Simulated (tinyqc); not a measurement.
# Sharing a fixed EOT between the layers

Without charge in the stack, a voltage of 0.8 V over an EOT of 1.5 nm gives F1 = (V/EOT)(3.9/e1) and F2 = F1 e1/e2; t2 = e2 (EOT/3.9 - t1/e1).

Parameters, values chosen for the exercise: relative permittivity of layer 1 e1 = 7.54; relative permittivity of layer 2 e2 = 21.4.

Result of one run:
```
t1 (nm)  t2 (nm)  physical thickness (nm)  drop over layer 1 (V)  drop over layer 2 (V)
2.47       1.220                    3.690                 0.6814                 0.1186
```

What becomes of these results when the thickness of layer 1, next to the semiconductor t1 is changed from 2.47 to 1.06 nm, all else the same?

Result of the changed run:
```
t1 (nm)  t2 (nm)  physical thickness (nm)  drop over layer 1 (V)  drop over layer 2 (V)
1.06       5.222                    6.282                 0.2924                 0.5076
```

The whole series:
```
t1 (nm)  t2 (nm)  physical thickness (nm)  drop over layer 1 (V)  drop over layer 2 (V)
0          8.231                    8.231                      0                 0.8000
0.35       7.237                    7.587                0.09655                 0.7034
0.7        6.244                    6.944                 0.1931                 0.6069
1.06       5.222                    6.282                 0.2924                 0.5076
1.41       4.229                    5.639                 0.3890                 0.4110
1.76       3.236                    4.996                 0.4855                 0.3145
2.11       2.242                    4.352                 0.5821                 0.2179
2.47       1.220                    3.690                 0.6814                 0.1186
```

Each 0.1 nm of layer 1 costs 0.284 nm of layer 2, so the physical thickness falls from 8.23 to 3.69 nm. The fields do not change, 2.76 MV/cm in layer 1 and 0.972 MV/cm in layer 2, and layer 1 takes half of the voltage at t1 = 1.45 nm.

Numbers from tinyqc (`OMP_NUM_THREADS=1 python tinyqc.py 2010125 2010126 out.jsonl`; about 0.01 s on one thread of a shared Intel Xeon 2.30GHz).
